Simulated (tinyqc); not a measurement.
Polarisation charge from two barrier thicknesses.

Problem. Voff = phiB - dEc - q sigma d/(eps0 eb). Find sigma, phiB - dEc and the thickness at which Voff = 0.

Constants: q = 1.602176634e-19 C, eps0 = 8.8541878128e-14 F/cm where lengths are in cm. Results are converted to the units shown.

Voff at d = 13 and 30 nm (V): -1.7910538  -5.1333241
eb = 9.54

Answer. Voff is a straight line in d: its slope is -q sigma/(eps0 eb) and its intercept phiB - dEc.

sigma = 1.04e13 cm^-2
phiB - dEc = 0.765 V
thickness for Voff = 0 = 3.89 nm

tinyqc, about 0.01 s, one thread, Intel Xeon 2.30GHz (shared host): `OMP_NUM_THREADS=1 python tinyqc.py 2180028 2180029 out.jsonl`
